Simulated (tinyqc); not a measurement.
Bending a trimer: Tersoff bond-order potential. Computed by tinyqc, a small Python program. Command: `OMP_NUM_THREADS=1 python tinyqc.py 3002158 3002159 out.jsonl tersoff sweep`. One thread of a shared host (Intel(R) Xeon(R) Processor @ 2.30GHz), about 0.01 s of CPU time with the checks.

E = (1/2) sum_(i, j != i) [A exp(-lambda r_ij) - b_ij B exp(-mu r_ij)], b_ij = (1 + (beta zeta_ij)^n)^(-1/(2n)), zeta_ij = sum_(k != i, j) g(theta_ijk), g = 1 + c^2/d^2 - c^2/(d^2 + (h - cos theta)^2), with theta at atom i. Only nearest neighbours count (cut-off function 1 for them, 0 beyond).

Inputs (values chosen for the exercise, modelled on silicon): A = 1818.8 eV; B = 471.15 eV; lambda = 2.4799 1/angstrom; mu = 1.7322 1/angstrom; beta = 1.08e-06; n = 0.7824; c = 98170; d = 16.23; h = -0.6155; bond length r_12 = 2.48 angstrom; bond length r_13 = 2.26 angstrom.

Method. Atom 1 binds atoms 2 and 3, which do not interact. b_12 = b_13 follow from zeta = g(theta); b_21 = b_31 = 1. E = sum over the two bonds of A exp(-lambda r) - (b + 1)/2 B exp(-mu r).

One run for each value:
```
angle theta at atom 1 (degrees)  energy of the trimer (eV)  bond order b_12    g(theta)
90                                                 -4.7488          0.93767  5.2544e+04
100                                                -4.9384          0.96165  2.7098e+04
110                                                -5.0947          0.98141  1.0386e+04
130                                                -5.2376          0.99948  1.0442e+02
140                                                -5.1831          0.99259  3.1486e+03
160                                                -5.0513          0.97592  1.4593e+04
180                                                -4.9953          0.96884  2.0524e+04
```

Give the missing row, angle theta at atom 1 (degrees) = 120.

Computed row:
```
angle theta at atom 1 (degrees)  energy of the trimer (eV)  bond order b_12    g(theta)
120                                                -5.2029          0.99509  1.8538e+03
```

Interpolating between the two neighbouring rows (linearly) misses most in g(theta), by 180 %. Over the rows, energy of the trimer (eV) goes from -4.75 through a minimum among these rows, -5.24 at 130, to -5.00; bond order b_12 goes from 0.938 through a maximum among these rows, 0.999 at 130, to 0.969; g(theta) goes from 52500 through a minimum among these rows, 104 at 130, to 20500. The bond order is largest where g is least, at cos theta = h, 128.0 degrees.

Extremes, crossings and ranges named in words are read from the listed rows.
